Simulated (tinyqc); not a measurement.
Adding salt: a particle near a wafer in liquid: double-layer and van der Waals forces (DLVO), deposition barrier and removal. Computed by tinyqc, a small Python program. Command: `OMP_NUM_THREADS=1 python tinyqc.py 3113337 3113338 out.jsonl dlvo walk`. One thread of a shared host (Intel(R) Xeon(R) Processor @ 2.30GHz), about 0.01 s of CPU time with the checks.

Sphere and flat wall, Derjaguin approximation, constant potentials in the linear-superposition form, no retardation and no hydration force.

Inputs (values chosen for the exercise, of the order of those for polymer latex on silicon in water): particle radius R = 170 nm; Hamaker constant A = 1.5e-20 J; potential of the particle psi_1 = -46 mV; potential of the wafer psi_2 = -18 mV; salt concentration c = 0.00031 mol/L; valence z of the symmetric salt = 2; temperature T = 293 K; dielectric constant of the liquid = 80.2.

Constants: e = 1.602176634e-19 C; N_A = 6.02214076e+23 1/mol; eps_0 = 8.8541878128e-12 F/m; k_B = 1.380649e-23 J/K; k_B = 8.617333262e-05 eV/K.

Method:
- kappa^2 = 2 z^2 e^2 N_A (1000 c)/(eps eps_0 k_B T); gamma_i = tanh(z e psi_i/(4 k_B T)); Z = 64 pi eps eps_0 (k_B T/(z e))^2 gamma_1 gamma_2.
- The barrier height is zero when U = 0 and F = 0 together: kappa h = 1 and kappa = 6 Z/(e A), e = 2.718282 here; c follows from kappa^2, with the potentials held fixed.
- U(h) = Z R exp(-kappa h) - A R/(6 h); F(h) = -dU/dh = kappa Z R exp(-kappa h) - A R/(6 h^2), positive for repulsion.
- F = 0 reads x^2 exp(-x) = y with x = kappa h and y = A kappa/(6 Z); the left side peaks at x = 2 with 4/e^2 = 0.5413, so roots exist for smaller y: x < 2 is the barrier, x > 2 the secondary minimum.
- kappa scales as sqrt(c); potentials are held fixed. A dash marks rows without a maximum.

critical concentration = 0.0158683 mol/L

kappa = 0.115525 1/nm

Z = 5.61686 pN

Against the concentration:
```
c (mol/L)  Debye length (nm)  barrier at (nm)  barrier (k_B T)  minimum at (nm)  minimum (k_B T)
1.59e-06              120.87           7.5679           207.83       1.2402e+03      -7.6457e-02
1.59e-05               38.22           4.3670           186.50       3.3647e+02      -2.7678e-01
1.59e-04               12.09           2.5807           149.95       8.7855e+01      -1.0313e+00
7.93e-04                5.41           1.8396           110.91       3.3132e+01      -2.6530e+00
3.17e-03                2.71           1.4293            65.71       1.3643e+01      -6.1726e+00
7.93e-03                1.71           1.2619            29.67       7.2435e+00      -1.1077e+01
1.43e-02                1.27           1.2114             4.52       4.6278e+00      -1.6450e+01
2.38e-02                0.99           1.2455           -17.45       2.9475e+00      -2.3697e+01
4.76e-02                0.70                -                -                -                -
```

What follows from these numbers?

At low salt the barrier tends to Z R = 236 k_B T; it is half of that between 1.6e-4 and 7.9e-4 mol/L and changes sign at 0.016 mol/L, while the secondary minimum deepens to -16 k_B T at 0.9 of that.

Extremes, crossings and ranges named in words are read from the listed rows.
